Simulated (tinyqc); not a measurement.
Rise against time: self-heating of a transistor with one or more fingers, with temperature-dependent conductivity. Computed by tinyqc, a small Python program. Command: `OMP_NUM_THREADS=1 python tinyqc.py 3027579 3027580 out.jsonl selfheat walk`. One thread of a shared host (Intel(R) Xeon(R) Processor @ 2.30GHz), about 0.07 s of CPU time with the checks.

N long parallel fingers lie on the top face of a slab whose bottom is held at T_0; the top is otherwise insulated, and heat flows in two dimensions. P in W/mm is 1000 P in W/m.

Inputs (values chosen for the exercise, modelled on diamond):

| quantity | value | unit |
|---|---|---|
| conductivity at the base temperature kappa_0 | 1510 | W/(m K) |
| power per gate width P | 2.1 | W/mm |
| fingers N | 3 | - |
| finger pitch s | 25 | micrometre |
| width of the heat source w | 0.32 | micrometre |
| substrate thickness t | 300 | micrometre |
| phonon free path Lambda | 480 | nm |
| heat capacity C | 1.83 | 1e6 J/(m^3 K) |
| pulse length | 0.7 | microsecond |

Power: fixed power.

Method:
- A line source of power P on the top face raises the top at distance x by (P/(pi kappa_0)) g(x), g(x) = -ln tanh(pi x/(4 t)) (the image sum for the slab). On a strip of width w the centre sees the mean of g over the strip, g_0 = 1 + ln(8 t/(pi w)) for w much below t.
- theta_i = (P/(pi kappa_0)) [g_0 + sum over j != i of g(|i - j| s)], with equal powers and constant conductivity; thermal resistance = largest theta/P.
- After switching on, theta(tau) = (P D/kappa_0) int_0^tau X(u) Z(u) du at the hottest finger, D = kappa_0/C; X = sum over fingers at distance x of [erf((x + w/2)/r) - erf((x - w/2)/r)]/(2 w), Z = sum_(j=-200..200) (-1)^j exp(-(2 j t/r)^2)/sqrt(pi D u), r = 2 sqrt(D u); trapezoid rule on 300 points evenly spaced in ln u from u_0 = 1e-3 min(tau, w^2/D) to tau, plus the exact piece 2 sqrt(u_0/(pi D))/w below u_0. Conductivity and power are held at their base values here, and Fourier's law is used even where the diffusion length is near a phonon free path.

diffusivity D = 825.137 micrometre^2/microsecond

theta of each finger (K): 5.99606  6.30102  5.99606

largest theta = 6.30102 K

Heating curve:

| time (microsecond) | sqrt(D time) (micrometre) | rise (K) | share of the steady rise |
|---|---|---|---|
| 1.10e-04 | 0.30127 | 0.90706 | 0.144 |
| 0.0011 | 0.95271 | 1.4121 | 0.2241 |
| 0.011 | 3.0127 | 1.9213 | 0.3049 |
| 0.11 | 9.5271 | 2.463 | 0.3909 |
| 1.1 | 30.127 | 3.5369 | 0.5613 |
| 5.5 | 67.367 | 4.5477 | 0.7217 |
| 22 | 134.73 | 5.4553 | 0.8658 |
| 65 | 231.59 | 6.0718 | 0.9636 |
| 160 | 363.35 | 6.282 | 0.997 |

What does the comparison show, and why?

Half the steady rise is reached between 0.11 and 1.1 microseconds, and the last row holds 99.7 % of it; the slowest time constant is 4 t^2/(pi^2 D) = 44.2 microseconds. While the diffusion length lies between w and the pitch or thickness, the rise grows as the logarithm of time; once it nears the pitch of 25 micrometre the neighbours add their heat. Caution: the source is narrower than two phonon free paths, so the Fourier result understates the rise at the source.

Extremes, crossings and ranges named in words are read from the listed rows.
